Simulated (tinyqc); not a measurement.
Boltzmann transport in a parabolic band with a power-law relaxation time, step by step. Values are carried at full precision from step to step, so a last printed digit may differ when a step is redone from the rounded ones.

F_j(eta) = (1/Gamma(j + 1)) integral_0^infinity x^j dx/(1 + exp(x - eta)), which tends to exp(eta) for eta << 0.

n = N F_1/2(eta) with N = 2 (m kB T/(4 pi c))^(3/2) with c = hbar^2/2m0, in 1/angstrom^3; times 1e24 for 1/cm^3, m = md.

Constants: hbar^2/2m0 = 3.80998211 eV angstrom^2; kB = 8.617333262e-05 eV/K.

Inputs chosen for the exercise (masses near those of Si; tau0 is set for a mobility of the usual size at this n, kL is a free input; freeze-out and phonon drag, which matter near 77 K, are left out; the results hold for these values, not for the real material): n = 1.8e+20 1/cm^3 (electron density); md = 1.032 m0 (density-of-states mass); T = 500 K; r = 1.5 (exponent of tau); tau0 = 1.1 fs (tau at E = kT); mc = 0.2524 m0 (conductivity mass); kL = 73 W/(m K) (lattice thermal conductivity).

## Reduced Fermi level

Solve for eta.

N = 5.661e+19 1/cm^3
eta = 2.2354

## Integrals for r = 1.5 (ionised impurities)

tau = tau0 x^r with x = E/kT. With K_j = Gamma(j + 1) F_j(eta): <tau> = tau0 (r + 3/2) K_(r+1/2)/((3/2) K_(1/2)); mu = <tau>/(mc m0/e), m0/e = 5.685630e-12 kg/C; Hall factor rH = (3/2) K_(1/2) (2r + 3/2) K_(2r+1/2)/((r + 3/2) K_(r+1/2))^2; Seebeck S = -(kB/e) [(r + 5/2) K_(r+3/2)/((r + 3/2) K_(r+1/2)) - eta]; Lorenz number L = (kB/e)^2 [(r + 7/2) K_(r+5/2)/((r + 3/2) K_(r+1/2)) - ((r + 5/2) K_(r+3/2)/((r + 3/2) K_(r+1/2)))^2]; kB/e in V/K. Valley anisotropy is left out of rH.

Evaluate F_j and K_j for j = 1/2, r + 1/2, r + 3/2, r + 5/2 and 2r + 1/2 (each value once).

F_j and K_j:

| j | F_j | K_j |
|---|---|---|
| 0.5 | 3.1799 | 2.8181 |
| 2.0 | 5.6443 | 11.289 |
| 3.0 | 6.9380 | 41.628 |
| 4.0 | 7.8680 | 188.83 |
| 3.5 | 7.4470 | 86.622 |

## Transport coefficients

Form the ratios; u is the mean energy carried, in kT.

<tau>/tau0 = 8.012
rH = 1.437
u = 4.917
S = -231.1 microvolt/K
L = 2.751 1e-8 W ohm/K^2

The non-degenerate limits are rH = 1.933, u = r + 5/2 = 4 and L = (r + 5/2)(kB/e)^2 = 2.970; the degenerate ones are rH = 1 and L = 2.443.

## Mobility, conductivity and figure of merit

mu = <tau>/(mc m0/e) with m0/e = 5.685630e-12 kg/C; sigma = e n mu, e = 1.602176634e-19 C; Hall mobility rH mu; power factor S^2 sigma; ZT = S^2 sigma T/(kL + L sigma T), all in SI units.

mu = 61.4 cm^2/(V s)
Hall mobility = 88.2 cm^2/(V s)
sigma = 1.77e+03 S/cm
power factor = 9.46 mW/(m K^2)
electronic thermal conductivity = 2.44 W/(m K)
ZT = 0.063

A Hall measurement read with rH = 1 would give a density of 1.25e+20 1/cm^3. Electrons carry 3.2 % of the heat.

## Checks

- Seebeck coefficient against direct integration over -df/dE (microvolt/K): both -231.1.

Run: tinyqc, `OMP_NUM_THREADS=1 python tinyqc.py 1651180 1651181 out.jsonl`; Intel(R) Xeon(R) Processor @ 2.30GHz, one thread, shared host; about 0.01 s of CPU time with all checks.
